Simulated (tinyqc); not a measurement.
Self-heating of a transistor with one or more fingers, with temperature-dependent conductivity: one step, computed by the program tinyqc.

N long parallel fingers lie on the top face of a slab whose bottom is held at T_0; the top is otherwise insulated, and heat flows in two dimensions. P in W/mm is 1000 P in W/m.

Task: Correction for the falling conductivity. Kirchhoff transformation for kappa = kappa_0 (T/T_0)^-m: T = T_0 [1 - (m - 1) theta/T_0]^(-1/(m - 1)), where theta is the linear rise. The bracket vanishes at the power P T_0/((m - 1) theta).

Inputs (values chosen for the exercise, modelled on sapphire): exponent m in kappa ~ T^-m = 1.27; base temperature T_0 = 298 K; power per gate width P = 0.19 W/mm.

Power: power rises with temperature.

largest theta = 21.19938 K

Give: peak temperature; true rise; true rise / linear rise; power at which the formula diverges.

Result:

peak temperature = 320.2 K

true rise = 22.19 K

true rise / linear rise = 1.047

power at which the formula diverges = 9.892 W/mm

The falling conductivity adds 4.7 % to the rise.
